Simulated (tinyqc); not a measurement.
Doping the contact: Schottky barrier with interface states (Cowley-Sze model), image lowering and contact resistance. Computed by tinyqc, a small Python program. Command: `OMP_NUM_THREADS=1 python tinyqc.py 3013799 3013800 out.jsonl pinning walk`. One thread of a shared host (Intel(R) Xeon(R) Processor @ 2.30GHz), about 0.01 s of CPU time with the checks.

An n-type semiconductor under a metal. The barrier lies between the Schottky-Mott limit phi_M - chi and the Bardeen limit E_g - E_n, E_n being the neutrality level of the interface states; the space-charge term of the full Cowley-Sze expression is left out.

Inputs (values chosen for the exercise, with gap, mass and screening modelled on 4H-SiC):
```
quantity                                     value  unit
gap E_g                                       3.28    eV
electron affinity chi                         3.91    eV
metal work function phi_M                     4.91    eV
neutrality level E_n above the valence band  0.847    eV
optical dielectric constant eps_opt           6.27     -
dielectric constant eps_s                     9.77     -
electron mass m_e                            0.405   m_0
valleys M_c                                      3     -
temperature T                                  300     K
```

Pinning factor from: Moench relation.

Constants: k_B = 8.617333262e-05 eV/K; hbar = 1.054571817e-34 J s; m_0 = 9.1093837015e-31 kg; eps_0 = 8.8541878128e-12 F/m; e = 1.602176634e-19 C; k_B = 1.380649e-23 J/K; h = 6.62607015e-34 J s.

Method:
- S = 1/(1 + 0.1 (eps_opt - 1)^2), an empirical relation for metal-induced gap states.
- phi_B = S (phi_M - chi) + (1 - S)(E_g - E_n); the hole barrier is E_g - phi_B.
- A* = 4 pi e m_e M_c k_B^2/h^3 (a simple valley count); J_s = A* T^2 exp(-phi/k_B T).
- E_00 = (e hbar/2) sqrt(N/(m_e eps_s eps_0)), E_0 = E_00 coth(E_00/k_B T); scaling form of the contact resistivity rho_c = (k_B/(e A* T)) exp(phi_B/E_0), which is the thermionic result when E_00 << k_B T and keeps only the leading exponential of tunnelling when E_00 >> k_B T; image lowering is left out of it.
- Regimes: thermionic below E_00/k_B T = 0.5, field emission above 5.

barrier phi_B = 2.05363 eV

Against doping:
```
N (cm^-3)  1e10/sqrt(N)  E_00/k_B T  rho_c (ohm cm^2)                     regime
1.00e+16     1.0000e+02  3.6104e-02        6.0022e+25        thermionic emission
1.00e+17     3.1623e+01  1.1417e-01        4.4072e+25        thermionic emission
1.00e+18     1.0000e+01  3.6104e-01        2.3362e+24        thermionic emission
3.00e+18     5.7735e+00  6.2534e-01        8.0086e+21  thermionic-field emission
1.00e+19     3.1623e+00  1.1417e+00        8.3288e+15  thermionic-field emission
3.00e+19     1.8257e+00  1.9775e+00        1.2130e+08  thermionic-field emission
1.00e+20     1.0000e+00  3.6104e+00        6.8455e+00  thermionic-field emission
3.00e+20     5.7735e-01  6.2534e+00        6.4669e-04             field emission
1.00e+21     3.1623e-01  1.1417e+01        2.0682e-06             field emission
```

Even over the thermionic rows rho_c falls by a factor 26, since the barrier is many E_0 high, and then it falls faster, by 31.5 decades in all; in field emission ln rho_c is linear in 1/sqrt(N). It stays above 1e-7 ohm cm^2 at every listed doping.
